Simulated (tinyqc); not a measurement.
Isochronal anneals: hydrogen passivation of interface dangling bonds: competing passivation and dissociation with distributed barriers. Computed by tinyqc, a small Python program. Command: `OMP_NUM_THREADS=1 python tinyqc.py 3026683 3026684 out.jsonl passiv walk`. One thread of a shared host (Intel(R) Xeon(R) Processor @ 2.30GHz), about 0.01 s of CPU time with the checks.

P_b + H2 gives P_bH + H at the rate k_f [H2]; P_bH gives P_b + H at the rate k_d. All defects start unpassivated. E_f and E_d are Gaussian and independent.

Inputs (values chosen for the exercise, close to those used for P_b centres at the silicon-oxide interface):

| quantity | value | unit |
|---|---|---|
| passivation prefactor k_f0 | 9.3e-08 | cm^3/s |
| mean passivation barrier E_f | 1.54 | eV |
| spread sigma_f | 0.063 | eV |
| dissociation prefactor k_d0 | 1.1e+13 | 1/s |
| mean dissociation barrier E_d | 2.82 | eV |
| spread sigma_d | 0.11 | eV |
| H2 in the oxide per atm, solubility factor | 1.6e+18 | 1/(cm^3 atm) |
| hydrogen pressure p | 1 | atm |
| anneal time t | 400 | s |

Constants: k_B = 8.617333262e-05 eV/K.

Method:
- [H2] = solubility factor x p; a = k_f0 [H2] exp(-E_f/(k_B T)), d = k_d0 exp(-E_d/(k_B T)). For one pair of barriers the active share is y = [d + a exp(-(a + d) t)]/(a + d).
- Temperatures in kelvin are T(C) + 273.15.
- Average y over both Gaussians with 40 x 40 Gauss-Hermite points.
- Minimise the averaged y over T between 150 and 900 C: find where ln y is equal at T - 0.05 and T + 0.05 C; T is rounded to 0.1 C.

best temperature = 433.4 C

Active share after the time t:

| T (C) | a (1/s) | d (1/s) | single barriers | distributed |
|---|---|---|---|---|
| 200 | 5.8779e-06 | 1.0093e-17 | 9.9765e-01 | 9.9252e-01 |
| 250 | 2.1726e-04 | 7.4964e-15 | 9.1677e-01 | 8.4415e-01 |
| 300 | 4.2775e-03 | 1.7571e-12 | 1.8068e-01 | 2.7424e-01 |
| 350 | 5.2206e-02 | 1.7156e-10 | 4.1389e-09 | 1.0080e-02 |
| 400 | 4.3938e-01 | 8.4811e-09 | 1.9302e-08 | 2.0796e-05 |
| 450 | 2.7544e+00 | 2.4448e-07 | 8.8759e-08 | 7.0442e-07 |
| 500 | 1.3618e+01 | 4.5627e-06 | 3.3505e-07 | 2.0472e-06 |
| 600 | 1.9222e+02 | 5.8142e-04 | 3.0248e-06 | 1.2501e-05 |
| 700 | 1.5747e+03 | 2.7359e-02 | 1.7373e-05 | 5.4430e-05 |
| 800 | 8.7173e+03 | 6.2802e-01 | 7.2038e-05 | 1.8411e-04 |

The distributed share is least at 450 C among these rows, 7.0e-7, and the search puts the optimum at 433.4 C. On the cold side defects with high E_f survive; on the hot side dissociation, with the larger barrier, gains on passivation with an energy E_d - E_f = 1.28 eV. In that row single barriers give 8.9e-8, so the spread raises the floor. Caution: atomic hydrogen, which both passivates and depassivates, and further passivation during cooling are left out. Caution: shares below about 1e-3 in these rows are formal; measured passivation levels off well above them.

Extremes, crossings and ranges named in words are read from the listed rows.
